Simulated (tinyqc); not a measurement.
Worked calculation: Hueckel theory of the pi electrons, for the molecule FC=C1C=CC=C1 (SMILES; centres numbered as the heavy atoms are written). One step of it, computed by the program tinyqc.

Task: Orbitals. Diagonalise; E = alpha + x beta with beta < 0, so the largest x are filled first; degenerate levels share their electrons. P = sum n_i c_ri c_si; each orbital has its largest coefficient positive (the first on a tie).

Hueckel matrix in units of beta (H = alpha + beta A):
```
          1F        2C        3C        4C        5C        6C        7C
1F  3.110000  0.750000  0.000000  0.000000  0.000000  0.000000  0.000000
2C  0.750000  0.000000  1.000000  0.000000  0.000000  0.000000  0.000000
3C  0.000000  1.000000  0.000000  1.000000  0.000000  0.000000  1.000000
4C  0.000000  0.000000  1.000000  0.000000  1.000000  0.000000  0.000000
5C  0.000000  0.000000  0.000000  1.000000  0.000000  1.000000  0.000000
6C  0.000000  0.000000  0.000000  0.000000  1.000000  0.000000  1.000000
7C  0.000000  0.000000  1.000000  0.000000  0.000000  1.000000  0.000000
```

pi electrons, sum of z_r less the charge = 8

Give: x values; occupations; coefficients; charge and bond-order matrix P.

Result:

x values: 3.303  2.089  0.942  0.618  -0.347  -1.618  -1.876

occupations: 2.000  2.000  2.000  2.000  0.000  0.000  0.000

coefficients:
```
      MO1     MO2     MO3     MO4     MO5     MO6     MO7
1F  0.963  -0.141  -0.152   0.000  -0.164   0.000   0.056
2C  0.247   0.191   0.440   0.000   0.754   0.000  -0.375
3C  0.095   0.505   0.529   0.000  -0.139   0.000   0.661
4C  0.033   0.432   0.029   0.602  -0.353  -0.372  -0.433
5C  0.014   0.397  -0.501   0.372   0.262   0.602   0.150
6C  0.014   0.397  -0.501  -0.372   0.262  -0.602   0.150
7C  0.033   0.432   0.029  -0.602  -0.353   0.372  -0.433
```

charge and bond-order matrix P:
```
        1F      2C      3C      4C      5C      6C      7C
1F   1.940   0.289  -0.120  -0.067   0.069   0.069  -0.067
2C   0.289   0.583   0.705   0.207  -0.282  -0.282   0.207
3C  -0.120   0.705   1.087   0.474  -0.126  -0.126   0.474
4C  -0.067   0.207   0.474   1.101   0.762  -0.132  -0.347
5C   0.069  -0.282  -0.126   0.762   1.094   0.541  -0.132
6C   0.069  -0.282  -0.126  -0.132   0.541   1.094   0.762
7C  -0.067   0.207   0.474  -0.347  -0.132   0.762   1.101
```
